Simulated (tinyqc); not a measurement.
Low-temperature mobility of a two-dimensional electron gas with static screening: one step, computed by the program tinyqc. Command: `OMP_NUM_THREADS=1 python tinyqc.py 3027327 3027328 out.jsonl twodeg walk`. One thread of a shared host (Intel(R) Xeon(R) Processor @ 2.30GHz), about 0.01 s of CPU time with the checks.

One subband is filled, the gas is degenerate and scatters at the Fermi circle; one permittivity serves on both sides of the interface. All formulas are in SI units, masses times m_0. Piezoelectric and polar phonons are left out, and n_s is taken as set by a gate, independent of N_i.

Problem. Acoustic phonons. Unscreened deformation potential in equipartition: 1/tau = m D_A^2 k_B T I/(rho v_l^2 hbar^3), I = int |psi|^4 dz = 3 b/16 for the Fang-Howard function (used for both wave-function options); mu = e tau/m. Bloch-Grueneisen temperature T_BG = 2 hbar v_l k_F/k_B.

Inputs (values chosen for the exercise, modelled on a strained silicon well):

| quantity | value | unit |
|---|---|---|
| in-plane mass m | 0.183 | m_0 |
| density rho | 2329 | kg/m^3 |
| sound velocity v_l | 9200 | m/s |
| deformation potential D_A | 9.5 | eV |
| temperature T | 77 | K |

Wave function: ideal sheet. Roughness spectrum: Gaussian.

b = 1.074667 1/nm

k_F = 0.2170804 1/nm

Constants: e = 1.602176634e-19 C; hbar = 1.054571817e-34 J s; m_0 = 9.1093837015e-31 kg; k_B = 1.380649e-23 J/K.

Give: acoustic mobility; T_BG.

Solution.

acoustic mobility = 26859 cm^2/(V s)

T_BG = 30.509 K

Caution: k_B T exceeds a quarter of E_F, so scattering at the Fermi circle alone and zero-temperature screening are rough.
